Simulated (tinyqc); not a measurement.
Channel resistance from two points of the on-state curve.

Problem. In the p-i-n model Von = V1 + 2 Vt ln(J/(1 A/cm^2)) + J Rch, with V1 independent of J. Find Rch and V1.

Parameters, values chosen for the exercise: temperature T = 300 K.

Constants: q = 1.602176634e-19 C, kB = 1.380649e-23 J/K, Vt = kB T/q. Results are converted to the units shown.

Von at J = 250 and 750 A/cm^2 (V): 1.2459295  1.7027322

Answer. Remove the logarithmic junction term; the rest is linear in J.

Rch = 0.8000 mohm cm^2
V1 = 0.7604 V

Computed by the program tinyqc: `OMP_NUM_THREADS=1 python tinyqc.py 2590130 2590131 out.jsonl`, one thread of a shared Intel Xeon 2.30GHz, about 0.01 s for the whole run.
